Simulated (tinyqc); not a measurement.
# Read current of a NAND string, cells in series solved by shooting: effect of the bit-line voltage

Cells in series, numbered from 0 at the source line (0 V) to the bit line, each followed by a gap resistance Rg. A cell with gate Vg, threshold VT, source Vs and drain Vd passes I = 2 nf K Vt^2 [F(Vs) - F(Vd)]/(1 + th max(Vg - VT, 0)), F(V) = ln^2(1 + exp((Vg - VT - nf V)/(2 nf Vt))). The selected cell has Vg = Vr, the others Vg = Vp.

For a trial current I start at 0 V and, cell by cell, solve for the drain: sqrt(F(Vd)) = sqrt(F(Vs) - I/k), k = 2 nf K Vt^2/(1 + th max(Vg - VT, 0)), Vd = [Vg - VT - 2 nf Vt ln(exp(sqrt F) - 1)]/nf, then add I Rg. The string current is the I for which the last node reaches Vbl. The apparent threshold is the Vr at which I = Is. Background: all other cells erased (VT = Ve) or all in the highest state (VT = Vh); ratio and shift are high over erased and high minus erased. The string has 32 cells and the selected one is cell 16.

Parameters, values chosen for the exercise; values of the order met in vertical NAND strings:
```
symbol  value    unit                                 meaning
T         300       K                             temperature
K          13  uA/V^2                   gain factor of a cell
nf        2.5                                    slope factor
th       0.19     1/V               mobility reduction factor
Rg          2    kohm     resistance of the gap between cells
Vp        7.9       V                            pass voltage
Ve       -0.8       V             threshold of an erased cell
Vh        3.8       V          threshold of the highest state
Vx        1.3       V          threshold of the selected cell
Is         10      nA                         sensing current
Vr       2.31       V  read voltage on the selected word line
```

Constants: q = 1.602176634e-19 C, kB = 1.380649e-23 J/K, Vt = kB T/q. Results are converted to the units shown.

Effect of the bit-line voltage:
columns A: Vbl (V); B: I, others erased (uA); C: I, others high (uA); D: ratio; E: apparent VT, erased (V); F: apparent VT, high (V); G: background shift (mV)
```
A         B        C       D      E      F      G
0.1  0.1104  0.08097  0.7333  1.251  1.256  4.463
0.2  0.2141   0.1554  0.7259  1.248  1.252  3.997
0.3  0.3094   0.2228  0.7200  1.248  1.251  3.986
0.4  0.3932   0.2819  0.7170  1.248  1.251  3.986
0.5  0.4591   0.3309  0.7207  1.248  1.251  3.986
0.6  0.4969   0.3664  0.7374  1.248  1.251  3.986
0.7  0.5062   0.3847  0.7599  1.248  1.251  3.986
0.8  0.5069   0.3893  0.7681  1.248  1.251  3.986
```

As Vbl goes from 0.1 to 0.8 V, the current with erased neighbours rises from 0.110 to 0.507 uA, that with high neighbours rises from 0.0810 to 0.389 uA and the ratio goes from 0.733 through a minimum of 0.717 (at Vbl = 0.4 among the rows listed) to 0.768. The background shift falls from 4.46 to 3.99 mV.

tinyqc, about 0.5 s, one thread, Intel Xeon 2.30GHz (shared host): `OMP_NUM_THREADS=1 python tinyqc.py 2142045 2142046 out.jsonl`
